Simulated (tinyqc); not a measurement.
Worked calculation: deformation potentials from a strained empirical pseudopotential. Values are carried at full precision from step to step, so a last printed digit may differ when a step is redone from the rounded ones.

Diamond lattice, no spin-orbit coupling. Atomic form factor V(q) = a1 (q^2 - a2)/(a3 exp(a4 q^2) - 1) in rydberg with q in 1/bohr, for the unstrained cell. Under a strain e the reciprocal vectors and k go over into (1 + e)^(-1) G, the atoms sit at +/- tau with tau = (1 + e) a (1,1,1)/8 - zeta a (eyz, ezx, exy)/4, and H(G,G') = c |k + G|^2 delta + (V(q)/det(1 + e)) cos(q.tau), q = G - G', with the term q = 0 left out; c = hbar^2/2m0. The basis is fixed before straining: all G with |k + G|^2 up to 16 (2 pi/a)^2. k is given in units of 2 pi/a of the unstrained cell.

Constants: a0 (Bohr radius) = 0.5291772105 angstrom; hbar^2/2m0 = 3.80998211 eV angstrom^2; Ry = 13.60569312 eV.

Values chosen for the exercise (near those of Si; shifted at random, so the results belong to these values and not to a real crystal): a = 5.439 angstrom (lattice constant); A = (0.543, 2.202, 2.081, 0.485) (a1 (Ry bohr^2), a2 (1/bohr^2), a3, a4 (bohr^2)); h = 0.005 (size of the test strain); kD = 0.82 2 pi/a (position of the Delta minimum); zeta = 0.52 (internal-strain parameter).

## Form factors, unstrained and under a volume change

q^2 = n (2 pi/a)^2 a0^2 for the shells n = 3, 8, 11; for e = h 1, q^2 is divided by (1 + h)^2 and V by (1 + h)^3. Last column: the change divided by the relative change of volume, (1 + h)^3 - 1.

Form factors:
```
n   q^2 (1/bohr^2)    V (Ry)  V expanded (Ry)  dV/(dVol/Vol) (Ry)
3          1.12110  -0.22711         -0.22774             -0.0418
8          2.98961   0.05433          0.05235             -0.1314
11         4.11071   0.07258          0.07147             -0.0735
```

## Gaps under a volume change

e = -h 1, 0, +h 1; gaps from the valence top to the s-like level at Gamma (level 8), and to level 5 at (kD,0,0) and (1/2,1/2,1/2).

Gaps (eV):
```
gap             e = -h    e = 0   e = +h
Gamma, s-like  4.20673  4.07199  3.93757
Delta          1.18698  1.22584  1.26239
L              2.08192  2.05205  2.02125
```

## Hydrostatic deformation potentials

a = [E(+h) - E(-h)]/(3 ln((1 + h)/(1 - h))).

a of the gaps to Gamma, Delta, L (eV): [-8.97, 2.51, -2.02]

Compression opens the Gamma gap, opens the L gap and closes the Delta gap. Only differences are defined here: the absolute shifts depend on the mean potential, which this model leaves out.

## Tetragonal strain

e = diag(-h/2, -h/2, h). Level 5 at (kD,0,0) and (0,0,kD), and levels 2 to 4 at Gamma, all from the mean of the three valence levels.

Delta x, Delta z (eV): [1.20586, 1.26566]

valence levels (eV): [-0.04972, 0.02486, 0.02486]

## Xu of the Delta valleys and b

For e = diag(-h/2, -h/2, h): E(Delta z) - E(Delta x) = Xu (ezz - exx), and without spin-orbit coupling E(Z) - E(X, Y) = 3 b (ezz - exx); Z is the single level, X and Y the pair.

Xu = 7.97 eV
b = -3.31 eV

Stretching along z raises the valleys on the z axis and lowers the Z valence state. One-sided differences carry an error of order h. A local potential fitted to band energies alone fixes these slopes only roughly; b tends to come out too large and Xu of L too small.

## Trigonal strain

exy = eyz = ezx = h, with the internal displacement. Level 5 at (1/2,1/2,1/2) and (1/2,-1/2,-1/2), and levels 2 to 4 at Gamma, from the mean of the three valence levels.

L [111], L [1-1-1] (eV): [2.17017, 2.01211]

valence levels (eV): [-0.06966, 0.03483, 0.03483]

## Xu of the L valleys and d

For the tensor strain exy = eyz = ezx = h: E(L [111]) - E(L [1-1-1]) = (8/3) Xu h, and E(single valence level) - E(pair) = 3 sqrt(3) d h. Find Xu and d.

Xu (L) = 11.85 eV
d = -4.02 eV

## Checks

- Level 5 at (kD,0,0) and (0,kD,0) under the tetragonal strain (eV): both 11.2626.

Run: tinyqc, `OMP_NUM_THREADS=1 python tinyqc.py 1850025 1850026 out.jsonl`; Intel(R) Xeon(R) Processor @ 2.30GHz, one thread, shared host; about 0.2 s of CPU time with all checks.
